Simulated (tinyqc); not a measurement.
Tersoff bond-order potential: one step, computed by the program tinyqc.

E = (1/2) sum_(i, j != i) [A exp(-lambda r_ij) - b_ij B exp(-mu r_ij)], b_ij = (1 + (beta zeta_ij)^n)^(-1/(2n)), zeta_ij = sum_(k != i, j) g(theta_ijk), g = 1 + c^2/d^2 - c^2/(d^2 + (h - cos theta)^2), with theta at atom i. Only nearest neighbours count (cut-off function 1 for them, 0 beyond).

Problem. The diamond lattice. zeta = 3 g(cos theta = -1/3). With z equal bonds of order b, r = ln(lambda A/(mu b B))/(lambda - mu) and E per atom = -(z/2) b B exp(-mu r)(1 - mu/lambda). a0 = 4 r/sqrt3; B0 = phi''(r)/(3 a0) with phi'' = mu (lambda - mu) b B exp(-mu r), since b does not change under uniform scaling.

Inputs (values chosen for the exercise, modelled on silicon):

| quantity | value | unit |
|---|---|---|
| A | 1861.6 | eV |
| B | 469.67 | eV |
| lambda | 2.4799 | 1/angstrom |
| mu | 1.7322 | 1/angstrom |
| beta | 1.09e-06 | - |
| n | 0.7888 | - |
| c | 103100 | - |
| d | 16.37 | - |
| h | -0.6182 | - |

Constants: 1 eV/angstrom^3 = 160.2176634 GPa.

Give: zeta; bond order b; bond length; energy per atom of the diamond lattice; lattice constant a0; bulk modulus B0.

Solution.

zeta = 36027

bond order b = 0.9536

bond length = 2.385 angstrom

energy per atom of the diamond lattice = -4.336 eV

lattice constant a0 = 5.509 angstrom

bulk modulus B0 = 90.29 GPa
